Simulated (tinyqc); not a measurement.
Electromigration in a confined line: Blech product, Korhonen stress evolution and Black's law: one step, computed by the program tinyqc. Command: `OMP_NUM_THREADS=1 python tinyqc.py 3001135 3001136 out.jsonl emigr walk`. One thread of a shared host (Intel(R) Xeon(R) Processor @ 2.30GHz), about 0.01 s of CPU time with the checks.

The electron wind pushes atoms from the cathode (x = 0) to the anode (x = L); blocking ends build a back stress (tension positive). The input rho is taken not to change with temperature. d sigma/dt = d/dx [kappa (d sigma/dx + G)], with zero flux at both ends and sigma = 0 at t = 0.

Problem. Stress along the line. sigma(x, t) = G L [1/2 - x/L - 4 sum_(m odd) cos(m pi x/L) exp(-m^2 pi^2 s)/(m pi)^2], s = t/tau, summed to m = 399. Steady state: G L (1/2 - x/L). Take x/L = 0, 0.1, 0.2, 0.3, 0.4, 0.6, 0.8 and 1.

Inputs (values chosen for the exercise, close to those used for copper lines): critical stress sigma_c = 110 MPa; line length L = 95 um; test temperature T = 230 C; time as a fraction of L^2/kappa, s = 0.24.

Start: stress-free.

stress gradient G = 24.58798 MPa/um

Give: Stress (MPa).

Solution.

Stress (MPa):
```
x/L  at time s  steady state
0.0       1079          1168
0.1        850           934
0.2        629           701
0.3        415           467
0.4        206           234
0.6       -206          -234
0.8       -629          -701
1.0      -1079         -1168
```

Caution: stresses above sigma_c are formal, since a void forms first.
